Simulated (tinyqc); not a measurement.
What each parameter does: six-band Luttinger-Kohn model with strain.

Six-band Luttinger-Kohn model in the basis |3/2,3/2>, |3/2,1/2>, |3/2,-1/2>, |3/2,-3/2>, |1/2,1/2>, |1/2,-1/2>, electron energies, zero at the top of the unstrained valence band. H = -[rows: (P+Q, -S, R, 0, -S/r2, r2 R); (-S*, P-Q, 0, R, -r2 Q, r32 S); (R*, 0, P-Q, S, r32 S*, r2 Q); (0, R*, S*, P+Q, -r2 R*, -S*/r2); (-S*/r2, -r2 Q, r32 S, -r2 R, P+Dso, 0); (r2 R*, r32 S*, r2 Q, -S/r2, 0, P+Dso)], r2 = sqrt(2), r32 = sqrt(3/2). Levels are twofold.

P = c g1 k^2 - av tr(e); Q = c g2 (kx^2 + ky^2 - 2 kz^2) - (b/2)(exx + eyy - 2 ezz); R = c sqrt3 [-g2 (kx^2 - ky^2) + 2i g3 kx ky] + (sqrt3/2) b (exx - eyy) - i d exy; S = 2 c sqrt3 g3 (kx - i ky) kz - d (exz - i eyz); c = hbar^2/2m0, e the strain tensor (not engineering shear).

s11 = (C11 + C12)/((C11 - C12)(C11 + 2 C12)), s12 = -C12/((C11 - C12)(C11 + 2 C12)), s44 = 1/C44; exx = s11 sxx + s12 (syy + szz) and cyclic, exy = s44 sxy/2; tension is positive. A uniaxial stress X along the unit vector n is s_ij = X n_i n_j.

Constants: hbar^2/2m0 = 3.80998211 eV angstrom^2.

Values chosen for the exercise (near those of Si; the results hold for these values, not for the real material): Dso = 0.046 eV (spin-orbit splitting); g1 = 4.26 (Luttinger gamma1); g2 = 0.34 (gamma2); g3 = 1.46 (gamma3); av = 2.35 eV (valence hydrostatic potential); b = -2.1 eV (tetragonal shear potential); d = -4.97 eV (trigonal shear potential); C11 = 174 GPa; C12 = 60.8 GPa; C44 = 81.7 GPa; load = uniaxial [100] (kind of stress); X = 2.08 GPa (stress).

Edges at k = 0 under a uniaxial [100] stress X and the curvature mass of the top pair along [110] (step 0.0002 1/angstrom). Each row changes one parameter from the base and keeps the others.

Results:
```
case             top (eV)  second (eV)  third (eV)  mass (m0)
base               0.0551       0.0289     -0.0805      0.244
g1 = 5.112         0.0551       0.0289     -0.0805      0.202
b = -2.52 eV       0.0628       0.0359     -0.0951      0.244
C12 = 48.64 GPa    0.0529       0.0272     -0.0720      0.244
X = 1.664 GPa      0.0441       0.0191     -0.0695      0.244
g3 = 1.752         0.0551       0.0289     -0.0805      0.244
C44 = 98.04 GPa    0.0551       0.0289     -0.0805      0.244
C11 = 139.2 GPa    0.0745       0.0468     -0.1111      0.244
```

The largest shifts from the base row, up to three for each result and ties (the steps differ in size, so this ranks the rows, not the parameters). top (eV): C11 +0.0193, X -0.0110, b +0.0077; unchanged at the printed digits by g1, g3 and C44. second (eV): C11 +0.0179, X -0.0098, b +0.0069; unchanged at the printed digits by g1, g3 and C44. third (eV): C11 -0.0306, b -0.0146, X +0.0109; unchanged at the printed digits by g1, g3 and C44. mass (m0): g1 -0.042; unchanged at the printed digits by b, C12, X, g3, C44 and C11. The Luttinger parameters multiply k^2 and cannot move the edges; av shifts all edges alike and leaves the mass.

Computed by tinyqc, a small Python program: `OMP_NUM_THREADS=1 python tinyqc.py 1080048 1080049 out.jsonl` (the numbers bound the seed that draws the inputs); one thread of a shared host (Intel(R) Xeon(R) Processor @ 2.30GHz), about 0.1 s for the whole set of steps.
